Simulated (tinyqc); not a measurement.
Inside a calculation: band gaps under pressure and temperature from deformation potentials. Values are carried at full precision from step to step, so a last printed digit may differ when a step is redone from the rounded ones.

Murnaghan: V/V0 = (1 + Bp P/B0)^(-1/Bp), B0 = (C11 + 2 C12)/3. Each gap moves by a ln(V/V0) with its volume potential a, and falls with temperature by aV T^2/(T + bV) (Varshni); the two effects are added. No change of phase is considered.

Values chosen for the exercise (near those of AlAs, the X and L potentials typical of such crystals; the results hold for these values, not for the real material):
- C11 = 125.9 GPa
- C12 = 54 GPa
- Bp = 4.22 (pressure derivative of the bulk modulus)
- P = 5.1 GPa (pressure)
- Eg = 3.084 eV (gap at Gamma to the s-like level at 0 K, 0 GPa)
- EgX = 2.199 eV (gap to X at 0 K, 0 GPa)
- EgL = 2.502 eV (gap to L at 0 K, 0 GPa)
- aG = -8.24 eV (volume potential of the Gamma gap)
- aX = 1.32 eV (volume potential of the X gap)
- aL = -2.73 eV (volume potential of the L gap)
- aV = (0.86, 0.728, 0.581) meV/K (Varshni alpha of Gamma, X, L)
- bV = (529, 528, 201) K (Varshni beta of Gamma, X, L)
- T = 300 K (temperature)
- aT = 5.3 1e-6/K (linear thermal expansion near 300 K)

## Volume under pressure

Give B0, V/V0, ln(V/V0), the change of the lattice constant and the linear estimate -P/B0.

B0 = 77.97 GPa
V/V0 = 0.94387
ln(V/V0) = -0.05776
change of a = -1.907 %
-P/B0 = -0.06541

The stiffening under pressure makes the compression 11.7 % smaller than the linear estimate.

## Gaps at P and T

Give both shifts and the gaps.

pressure shifts (eV): Gamma 0.4760, X -0.0762, L 0.1577

temperature shifts (eV): Gamma -0.0934, X -0.0791, L -0.1044

gaps (eV): Gamma 3.4666, X 2.0436, L 2.5553

The lowest valley is X (indirect gap), 512 meV below L; at 0 K and 0 GPa it is X.

## Pressure coefficients

Expand in P: E = E0 + c1 P + c2 P^2 with c1 = -a/B0 and c2 = a Bp/(2 B0^2).

c1 (meV/GPa): Gamma 105.69, X -16.93, L 35.01

c2 (meV/GPa^2): Gamma -2.860, X 0.458, L -0.948

Gamma and L rise under pressure and X falls, as the signs of the volume potentials say.

## Pressures at which the valleys cross

Two gaps meet at ln(V/V0) = -(E_i - E_j)/(a_i - a_j), with the gaps at T and P = 0; then P = (B0/Bp)(exp(-Bp ln(V/V0)) - 1). A dash marks expansion or a compression beyond ln(V/V0) = -0.3.

Crossings:
```
pair,E_i - E_j (eV),ln(V/V0),P (GPa)
Gamma-X,0.8708,0.0911,-
Gamma-L,0.5930,0.1076,-
L-X,0.2778,0.0686,-
```

The lowest valley stays X down to ln(V/V0) = -0.3, far beyond the phase change of the real crystal near 12 GPa.

## How much of dE/dT is thermal expansion

At 300 K: dE/dT = -aV T (T + 2 bV)/(T + bV)^2; expansion alone gives 3 aT a; the rest is electron-phonon coupling.

dE/dT (meV/K): Gamma -0.5098, X -0.4320, L -0.4875

from expansion (meV/K): Gamma -0.1310, X 0.0210, L -0.0434

remainder (meV/K): Gamma -0.3788, X -0.4530, L -0.4441

Expansion supplies 26 % of the slope at Gamma and 9 % at L; at X it works against the fall.

## Checks

- Slope of the Gamma gap at P = 0 by finite differences against c1 (meV/GPa): both 105.69.

Program tinyqc; command `OMP_NUM_THREADS=1 python tinyqc.py 1080410 1080411 out.jsonl`; about 0.01 s on one thread of a shared Intel(R) Xeon(R) Processor @ 2.30GHz.
